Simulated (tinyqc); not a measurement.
Convergence with the basis: effective-mass impurity with a central-cell term, in a basis of Slater functions. Computed by tinyqc, a small Python program. Command: `OMP_NUM_THREADS=1 python tinyqc.py 3029224 3029225 out.jsonl centralcell walk`. One thread of a shared host (Intel(R) Xeon(R) Processor @ 2.30GHz), about 0.01 s of CPU time with the checks.

The envelope obeys H = -nabla^2 - (2/r) [Z + A exp(-kappa r)] in effective units, with kappa = a*/lambda; positive A deepens the well near the core.

Inputs (values chosen for the exercise, with mass and screening modelled on GaSb):
```
quantity                    value      unit
effective mass m           0.0387       m_0
dielectric constant eps      16.1         -
charge Z of the core            1         -
central-cell strength A        91         -
central-cell range lambda    0.96  angstrom
smallest exponent zeta_1     0.41      1/a*
ratio beta of exponents       2.7         -
```

Impurity: donor, one isotropic band.

Constants: Ry = 13.605693123 eV; a_0 = 0.529177210903 angstrom.

Method:
- Units: Ry* = Ry m/eps^2 and a* = a_0 eps/m, with m in m_0.
- kappa = a*/lambda; the hydrogenic ground state is bound by Z^2 Ry*.
- For s functions exp(-zeta r), with s = zeta_i + zeta_j: S = 2/s^3, T = zeta_i zeta_j S, V = -2 Z/s^2, W = -2 A/(s + kappa)^2; each function is normalised by dividing by sqrt(S_ii S_jj).
- Large basis: zeta_i = 0.06 x 1.6^(i-1), i = 1..22, same formulas; for p functions r exp(-zeta r): S = 24/s^5, T = zeta_i zeta_j S (centrifugal term included), V = -12 Z/s^4, W = -12 A/(s + kappa)^4; overlap eigenvalues below 1e-11 are dropped.
- Binding energies are -E Ry*; the effective quantum number is nu = Z/sqrt(-E); |psi(0)|^2 is given relative to the hydrogenic Z^3/(pi a*^3).
- zeta_i = zeta_1 beta^(i-1), i = 1..n.
- The error is the lowest level above the large-basis value.

kappa = 229.322 1/a*

Ry* = 2.03133 meV

1s binding energy = 2.08260 meV

Error of the 1s level:
```
n  error (meV)  largest exponent (1/a*)
1   7.5645e-01               4.1000e-01
2   2.7885e-02               1.1070e+00
3   2.7076e-02               2.9889e+00
4   2.1306e-02               8.0700e+00
5   1.7487e-02               2.1789e+01
6   6.9376e-03               5.8831e+01
7   2.5613e-03               1.5884e+02
8   2.4328e-03               4.2887e+02
```

The error falls from 0.756 to 0.00243 meV. It is still falling at n = 8, where the largest exponent has not yet passed kappa by much. Caution: the density at the core is many times hydrogenic, so the result hangs on the model potential inside one cell, where the envelope picture is weak.

Extremes, crossings and ranges named in words are read from the listed rows.
